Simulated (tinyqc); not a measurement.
## Dead time and true rate from two light levels

Problem. A non-paralysable detector measures m = n/(1 + n td); dark counts are negligible. Find td and the true rate at the lower flux.

measured rates at a photon flux and at four times that flux (1/s): [2.1428571e7, 6.4864865e7]

Answer. 1/m = 1/n + td, so the difference of the inverse rates is 3/(4 n).

td = 5.00 ns
n = 2.40e7 1/s

Computed by the program tinyqc: `OMP_NUM_THREADS=1 python tinyqc.py 2630035 2630036 out.jsonl`, one thread of a shared Intel Xeon 2.30GHz, about 0.01 s for the whole run.
